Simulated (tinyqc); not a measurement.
Lossy on-chip transmission line with skin effect: two steps of the calculation.

A uniform line in a homogeneous dielectric: c = sqrt(er)/(c0 Z0), l = Z0 sqrt(er)/c0 (c0 = 299792458 m/s), g = w c td, w = 2 pi f. The resistance joins its limits as r = sqrt(r_dc^2 + r_hf^2), with r_dc = rho/(wd th), r_hf = kr rho/(2 delta (wd + th)), delta = sqrt(rho/(pi f mu0)), mu0 = 4 pi 1e-7 H/m; this is an interpolation, and internal inductance, up to 0.05 nH/mm at low frequency, is neglected.

Inputs (values chosen for the exercise):
- wd = 5.7 um (width of the strip)
- th = 0.66 um (thickness of the strip)
- rho = 2.9 uohm cm (resistivity)
- er = 3 (relative permittivity)
- td = 0.02 (loss tangent)
- Z0 = 50 ohm (lossless impedance sqrt(l/c))
- kr = 1.2 (factor for crowding and the return path)
- len = 0.38 mm (length)
- f = 0.94 GHz (frequency)

Question 1. Line constants. delta, r_dc, r_hf, r, l, c and g as defined.

Find: delta; r_dc; r_hf; r; l; c; g.

Answer 1.

delta = 2.7955 um
r_dc = 7.7087 ohm/mm
r_hf = 0.97867 ohm/mm
r = 7.7705 ohm/mm
l = 0.28887 nH/mm
c = 115.55 pF/m
g = 0.013649 S/m

r is 1.01 times r_dc; the skin depth is 4.24 of the thickness.

Question 2. Propagation constant and impedance. gamma = sqrt((r + i w l)(g + i w c)) = alpha + i beta, Zc = sqrt((r + i w l)/(g + i w c)), roots with positive real part; loss 8.685889638 alpha in dB; phase velocity w/beta.

r = 7.7705420 ohm/mm
l = 0.28887498 nH/mm
c = 115.54999 pF/m
g = 0.013649214 S/m

Find: gamma len; Zc; loss; phase velocity over c0; r/(w l).

Answer 2.

gamma len = 0.017767+0.021645i
Zc = 84.799-66.814i ohm
loss = 0.40611 dB/mm
phase velocity over c0 = 0.34587
r/(w l) = 4.5544

r exceeds w l, so the line behaves mainly as an RC line at this frequency.

Numbers from tinyqc (`OMP_NUM_THREADS=1 python tinyqc.py 2810179 2810180 out.jsonl`; about 0.01 s on one thread of a shared Intel Xeon 2.30GHz).
